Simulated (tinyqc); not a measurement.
Energy and lattice constant: complex band structure along [001] in sp3s* tight binding.

For k = (0, 0, kz) the phase sums are g0 = cos(phi) and g3 = i sin(phi), phi = kz a/4, and the s, pz, s* orbitals of anion (a) and cation (c) decouple from px, py. With z = exp(i phi), H(z) = H0 + z T + T^T/z for any complex z. H0 is diagonal (Esa, Epa, Exa, Esc, Epc, Exc). The anion-cation block is B(z) = z U + W/z and the cation-anion block z W^T + U^T/z, where U has Vss/2 (s,s), Vsapc/2 (s,z), -Vscpa/2 (z,s), Vxx/2 (z,z), Vxapc/2 (s*,z), -Vpaxc/2 (z,s*), and W has the same values with the s-z and s*-z signs reversed. |z| = 1 is a band state, |z| < 1 decays along [001] as exp(-kappa d) over a distance d, kappa = -(4/a) ln|z|. No spin-orbit coupling.

Parameters, chosen for this exercise (out of a larger set: near a published set for GaAs, fitted to gaps, whose masses and valley positions are rough (light masses up to twice too heavy); not measured data): p = (-8.313, 1.038, -2.667, 3.662, 8.596, 6.752, -6.432, 1.948, 5.082, 4.487, 5.77, 4.83, 4.796) eV (order Esa, Epa, Esc, Epc, Exa, Exc, Vss, Vxx, Vxy, Vsapc, Vscpa, Vxapc, Vpaxc); a = 5.656 angstrom (lattice constant); dE = 1.16 eV (E - Ev).

The slowest root of the s-pz block and the heavy-hole branch, sinh^2(kappa a/4) = ((E - Epa)(E - Epc) - Vxx^2)/(Vxx^2 - Vxy^2), at E = Ev + dE with Ev the lower root of [[Epa, Vxx], [Vxx, Epc]]; the couplings are kept when a changes.

One parameter was then changed.

Results before and after:
```
case     slowest kappa (1/angstrom)  heavy-hole kappa (1/angstrom)
base                         0.0890                         0.2964
changed                      0.0864                         0.2878
```

Which of these changes was made? (a) dE = 1.19 eV; (b) a = 5.826 angstrom.
Answer: (b) a = 5.826 angstrom. Of the candidates, run in turn, only this one gives the changed row.

All candidates:
```
case                slowest kappa (1/angstrom)  heavy-hole kappa (1/angstrom)
base                                    0.0890                         0.2964
dE = 1.19 eV                            0.0867                         0.2988
a = 5.826 angstrom                      0.0864                         0.2878
```

With the couplings fixed, kappa a stays, so kappa scales as 1/a.

tinyqc: `OMP_NUM_THREADS=1 python tinyqc.py 1482708 1482709 out.jsonl`; about 0.01 s, one thread, shared Intel(R) Xeon(R) Processor @ 2.30GHz.
